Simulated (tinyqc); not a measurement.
## Deformation potential from the mobility gain

Inverse problem. Tension X along [100] raises the x valleys by D = Xu (s11 - s12) X against the y and z valleys. Their share is f = w/(w + 2), w = exp(-D/Vt), and for current along [100] mu/mu0 = [f/ml + (1 - f)/mt]/[(1/ml + 2/mt)/3]. Find f, D and Xu.

Parameters, values chosen for the exercise; values close to those of silicon:
- T = 350 K (temperature)
- s11 = 7.65 1/TPa (compliance)
- s12 = -2.08 1/TPa (compliance)
- ml = 0.88 m0 (longitudinal mass)
- mt = 0.193 m0 (transverse mass)

Constants: q = 1.602176634e-19 C, kB = 1.380649e-23 J/K, Vt = kB T/q. Results are converted to the units shown.

mu/mu0 = 1.06343423
X = 100 MPa

Answer. The gain is linear in f; w = 2 f/(1 - f).

f = 0.2732
D = 8.601 meV
Xu = 8.840 eV

Numbers from tinyqc (`OMP_NUM_THREADS=1 python tinyqc.py 2530138 2530139 out.jsonl`; about 0.01 s on one thread of a shared Intel Xeon 2.30GHz).
